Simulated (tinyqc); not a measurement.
Frenkel-Kontorova chain: a misfit dislocation (kink) in a monolayer on a periodic substrate: one step, computed by the program tinyqc. Command: `OMP_NUM_THREADS=1 python tinyqc.py 3028415 3028416 out.jsonl fkchain walk`. One thread of a shared host (Intel(R) Xeon(R) Processor @ 2.30GHz), about 0.05 s of CPU time with the checks.

E = sum_j [(k/2)(x_(j+1) - x_j - b)^2 + (W/2)(1 - cos(2 pi x_j/a))], x_j = a (j + u_j). A kink takes u from 0 to 1: the chain is stretched by one period and has one atom fewer than wells.

Problem. Start between two atoms. Discrete chain at f = 0, ends held at u = 0 and 1: E = (k a^2/2) sum (u_(j+1) - u_j)^2 + (W/2) sum (1 - cos 2 pi u_j), gradient g_j = k a^2 (2 u_j - u_(j-1) - u_(j+1)) + pi W sin(2 pi u_j), Hessian 2 k a^2 + 2 pi^2 W cos(2 pi u_j) on the diagonal and -k a^2 beside it. Free atoms j = -n..n-1 start from the continuum shape centred half-way, at j + 1/2.

Inputs (values chosen for the exercise, for a model overlayer):

| quantity | value | unit |
|---|---|---|
| spring constant k | 4.12 | eV/angstrom^2 |
| substrate period a | 3.04 | angstrom |
| corrugation W | 1.45 | eV |
| atoms on each side n | 8 | - |

kink width l0 = 3.623458

Give: u at the start; E at the start; gradient.

Solution.

u at the start: 0.0010  0.0023  0.0054  0.0129  0.0306  0.0726  0.1693  0.3661  0.6339  0.8307  0.9274  0.9694  0.9871  0.9946  0.9977  0.9990

E at the start = 6.621 eV

gradient (eV): 0.0135  -0.0042  -0.0099  -0.0233  -0.0521  -0.0809  0.1713  0.6965  -0.6965  -0.1713  0.0809  0.0521  0.0233  0.0099  0.0042  -0.0135

Caution: a corrugation above 1 eV is larger than real overlayers usually show; it is chosen to keep the kink narrow.
